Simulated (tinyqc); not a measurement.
Heavy and light holes: cyclotron masses of warped hole bands.

Parameters, chosen for this exercise (near those of Ge; shifted at random, so the results belong to these values and not to a real crystal): g1 = 13.49 (Luttinger gamma1); g2 = 4.21 (gamma2); g3 = 5.73 (gamma3); ths = (0, 15, 30, 45, 60, 75, 90) degrees (angles).

E = c k^2 f(n) with f = g1 -/+ 2 sqrt(g2^2 + 3 (g3^2 - g2^2)(nx^2 ny^2 + ny^2 nz^2 + nz^2 nx^2)). For the orbit through k = 0 perpendicular to b = (sin(theta)/sqrt2, sin(theta)/sqrt2, cos(theta)), mc is the mean of 1/f over the directions n in that plane (180 evenly spaced angles). Quantum effects of the lowest levels are left out.

Cyclotron masses (m0):
```
theta (degrees),heavy,light
0,0.2724,0.0433
15,0.2888,0.0429
30,0.3307,0.0420
45,0.3643,0.0413
60,0.3684,0.0412
75,0.3642,0.0416
90,0.3627,0.0418
```

What does the comparison show?

The heavy mass varies by 35 % over the table, with its largest listed value at 60 degrees ([111] lies at 54.7) and its smallest at 0; the light mass varies by 5.0 %. The warping term enters both with the same size, but it is set against a small inverse mass in one and a large one in the other (along [111], g1 - 2 g3 = 2.03 and g1 + 2 g3 = 24.95).

Program tinyqc; command `OMP_NUM_THREADS=1 python tinyqc.py 1250742 1250743 out.jsonl`; about 0.01 s on one thread of a shared Intel(R) Xeon(R) Processor @ 2.30GHz.
